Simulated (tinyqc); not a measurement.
# Changing the planarisation length

Model: chemical-mechanical planarisation: Preston law, pattern density and step-height reduction. Computed by tinyqc, a small Python program. Command: `OMP_NUM_THREADS=1 python tinyqc.py 3025671 3025672 out.jsonl cmp sweep`. One thread of a shared host (Intel(R) Xeon(R) Processor @ 2.30GHz), about 0.02 s of CPU time with the checks.

A row of 8 cells, repeated periodically, holds raised features that cover a share rho of each cell.

Inputs (values chosen for the exercise, close to those used for copper polishing):
```
quantity                          value  unit
Preston coefficient K           1.2e-13  1/Pa
pressure P                           16   kPa
platen and carrier speed             60   rpm
distance between the centres         15    cm
initial step height h0              160    nm
contact height h_c                   49    nm
film above the raised areas z0      370    nm
cell size                           1.6    mm
polish time t                        69     s
```

local pattern densities, cell by cell: 0.9  0.9  0.9  0.6  0.6  0.2  0.4  0.9

Method:
- With equal rotation speeds the relative speed is uniform, v = omega r_c; Preston rate R0 = K P v.
- The stiff pad averages the density: rho_eff(i) = sum_j w_ij rho_j / sum_j w_ij, w = exp(-2 d^2/L^2), L the planarisation length and d the distance between cell centres, summed over all periodic images of cell j.
- While h > h_c only raised areas polish, at R0/rho_eff, until t_c = rho_eff (h0 - h_c)/R0. After that h = h_c exp(-(t - t_c)/tau), tau = rho_eff h_c/R0; low areas polish at R0 (1 - h/h_c) and raised areas at R0 [1 + (1 - rho_eff) h/(rho_eff h_c)]. Removed from raised areas after t_c: h0 - h_c + R0 (t - t_c) + (1 - rho_eff)(h_c - h); from low areas: R0 (t - t_c) - rho_eff (h_c - h). Film left = z0 less the removal from raised areas.

One run for each value; columns: (1) planarisation length (mm); (2) range of film left across the row (nm); (3) largest remaining step (nm); (4) thinnest film left (nm):
```
(1)      (2)     (3)     (4)
0.48  114.78  27.823  117.14
0.70  114.78  27.823  117.14
1.00  114.21  27.823  117.71
1.50  106.57  27.820  125.35
2.10   95.12  27.668  136.56
3.10   79.19  26.303  150.24
4.50   57.34  22.594  165.59
6.60   28.66  16.492  181.99
9.60    6.66  12.052  193.32
```

Over the rows, range of film left across the row (nm) falls from 115 to 6.66; largest remaining step (nm) falls from 27.8 to 12.1, flat over part of the range; thinnest film left (nm) rises from 117 to 193. A long planarisation length makes every cell see the mean density.

Extremes, crossings and ranges named in words are read from the listed rows.
